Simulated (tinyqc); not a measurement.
Inside a calculation. Method: CCSD on RHF in the sto-3g basis, for BeH2, spin multiplicity 1. One step of it, computed by the program tinyqc.

Task: Iteration 1: building the Fock matrix. J_ij = sum D_kl (ij|kl), K_ij = sum D_kl (ik|jl); F = H + J - 0.5 K; E = tr D H + tr D J / 2 - 0.25 tr D K + E_nn.

D at the start, lower triangle:
```
            1Be 1s    1Be 2s   1Be 2px    1Be 2py   1Be 2pz     2H 1s     3H 1s
1Be 1s    2.041902
1Be 2s   -0.169991  0.804219
1Be 2px   0.000000  0.000000  0.000000
1Be 2py   0.000000  0.000000  0.000000   0.839848
1Be 2pz   0.000000  0.000000  0.000000   0.000000  0.000000
2H 1s    -0.201296  0.476316  0.000000   0.418235  0.000000  0.495432
3H 1s    -0.201296  0.476316  0.000000  -0.418235  0.000000  0.078879  0.495432
```

core Hamiltonian H = T + V (hartree), lower triangle:
```
            1Be 1s     1Be 2s    1Be 2px    1Be 2py    1Be 2pz      2H 1s      3H 1s
1Be 1s   -8.533168
1Be 2s   -2.105110  -2.747016
1Be 2px   0.000000   0.000000  -2.219495
1Be 2py   0.000000   0.000000   0.000000  -2.397955
1Be 2pz   0.000000   0.000000   0.000000   0.000000  -2.219495
2H 1s    -0.330837  -0.945313   0.000000  -1.056815   0.000000  -1.961541
3H 1s    -0.330837  -0.945313   0.000000   1.056815   0.000000  -0.045728  -1.961541
```

Two-electron integrals (ij|kl) in chemists' order, unique and non-zero (hartree):
```
(11|11) 2.298831    (21|11) 0.392036    (21|21) 0.079539    (22|11) 0.570988
(22|21) 0.143041    (22|22) 0.417683    (31|31) 0.014607    (32|31) 0.021888
(32|32) 0.092265    (33|11) 0.569578    (33|21) 0.143083    (33|22) 0.417589
(33|33) 0.449859    (41|41) 0.014607    (42|41) 0.021888    (42|42) 0.092265
(43|43) 0.024249    (44|11) 0.569578    (44|21) 0.143083    (44|22) 0.417589
(44|33) 0.401360    (44|44) 0.449859    (51|51) 0.014607    (52|51) 0.021888
(52|52) 0.092265    (53|53) 0.024249    (54|54) 0.024249    (55|11) 0.569578
(55|21) 0.143083    (55|22) 0.417589    (55|33) 0.401360    (55|44) 0.401360
(55|55) 0.449859    (61|11) 0.059979    (61|21) 0.012162    (61|22) 0.022066
(61|33) 0.021916    (61|41) 0.001070    (61|42) 0.002026    (61|44) 0.022376
(61|55) 0.021916    (61|61) 0.001949    (62|11) 0.162294    (62|21) 0.041342
(62|22) 0.133783    (62|33) 0.128513    (62|41) 0.005374    (62|42) 0.034539
(62|44) 0.144198    (62|55) 0.128513    (62|61) 0.006994    (62|62) 0.066964
(63|31) 0.003566    (63|32) 0.017236    (63|43) 0.005793    (63|63) 0.005699
(64|11) 0.180625    (64|21) 0.046530    (64|22) 0.157655    (64|33) 0.148355
(64|41) 0.008632    (64|42) 0.053405    (64|44) 0.176094    (64|55) 0.148355
(64|61) 0.008177    (64|62) 0.089239    (64|64) 0.122047    (65|51) 0.003566
(65|52) 0.017236    (65|54) 0.005793    (65|65) 0.005699    (66|11) 0.331922
(66|21) 0.085986    (66|22) 0.312949    (66|33) 0.290730    (66|41) 0.012339
(66|42) 0.104817    (66|44) 0.357091    (66|55) 0.290730    (66|61) 0.014819
(66|62) 0.203878    (66|64) 0.287000    (66|66) 0.774606    (71|11) 0.059979
(71|21) 0.012162    (71|22) 0.022066    (71|33) 0.021916    (71|41) -0.001070
(71|42) -0.002026   (71|44) 0.022376    (71|55) 0.021916    (71|61) 0.001781
(71|62) 0.005906    (71|64) 0.006443    (71|66) 0.012200    (71|71) 0.001949
(72|11) 0.162294    (72|21) 0.041342    (72|22) 0.133783    (72|33) 0.128513
(72|41) -0.005374   (72|42) -0.034539   (72|44) 0.144198    (72|55) 0.128513
(72|61) 0.005906    (72|62) 0.032817    (72|64) 0.035840    (72|66) 0.073130
(72|71) 0.006994    (72|72) 0.066964    (73|31) 0.003566    (73|32) 0.017236
(73|43) -0.005793   (73|63) 0.002114    (73|73) 0.005699    (74|11) -0.180625
(74|21) -0.046530   (74|22) -0.157655   (74|33) -0.148355   (74|41) 0.008632
(74|42) 0.053405    (74|44) -0.176094   (74|55) -0.148355   (74|61) -0.006443
(74|62) -0.035840   (74|64) -0.038266   (74|66) -0.079801   (74|71) -0.008177
(74|72) -0.089239   (74|74) 0.122047    (75|51) 0.003566    (75|52) 0.017236
(75|54) -0.005793   (75|65) 0.002114    (75|75) 0.005699    (76|11) 0.007699
(76|21) 0.001906    (76|22) 0.005408    (76|33) 0.005338    (76|44) 0.005545
(76|55) 0.005338    (76|61) 0.000295    (76|62) 0.001774    (76|64) 0.002117
(76|66) 0.004243    (76|71) 0.000295    (76|72) 0.001774    (76|74) -0.002117
(76|76) 0.000071    (77|11) 0.331922    (77|21) 0.085986    (77|22) 0.312949
(77|33) 0.290730    (77|41) -0.012339   (77|42) -0.104817   (77|44) 0.357091
(77|55) 0.290730    (77|61) 0.012200    (77|62) 0.073130    (77|64) 0.079801
(77|66) 0.166508    (77|71) 0.014819    (77|72) 0.203878    (77|74) -0.287000
(77|76) 0.004243    (77|77) 0.774606
```

nuclear repulsion = 2.83071510 hartree

Give: Coulomb J; exchange K; Fock matrix F; total energy of this density.

Result:

Coulomb J (hartree), lower triangle:
```
         1Be 1s  1Be 2s  1Be 2px  1Be 2py  1Be 2pz  2H 1s  3H 1s
1Be 1s    6.391
1Be 2s    1.241   2.616
1Be 2px   0.000   0.000    2.552
1Be 2py   0.000   0.000    0.000    2.734
1Be 2pz   0.000   0.000    0.000    0.000    2.552
2H 1s     0.191   0.878    0.000    1.057    0.000  2.227
3H 1s     0.191   0.878    0.000   -1.057    0.000  0.035  2.227
```

exchange K (hartree), lower triangle:
```
         1Be 1s  1Be 2s  1Be 2px  1Be 2py  1Be 2pz  2H 1s  3H 1s
1Be 1s    4.616
1Be 2s    0.828   0.878
1Be 2px   0.000   0.000    0.163
1Be 2py   0.000   0.000    0.000    0.979
1Be 2pz   0.000   0.000    0.000    0.000    0.163
2H 1s     0.127   0.519    0.000    0.598    0.000  0.971
3H 1s     0.127   0.519    0.000   -0.598    0.000  0.015  0.971
```

Fock matrix F (hartree), lower triangle:
```
         1Be 1s  1Be 2s  1Be 2px  1Be 2py  1Be 2pz   2H 1s   3H 1s
1Be 1s   -4.450
1Be 2s   -1.278  -0.570
1Be 2px   0.000   0.000    0.251
1Be 2py   0.000   0.000    0.000   -0.153
1Be 2pz   0.000   0.000    0.000    0.000    0.251
2H 1s    -0.203  -0.327    0.000   -0.299    0.000  -0.220
3H 1s    -0.203  -0.327    0.000    0.299    0.000  -0.018  -0.220
```

total energy of this density = -15.47118 hartree
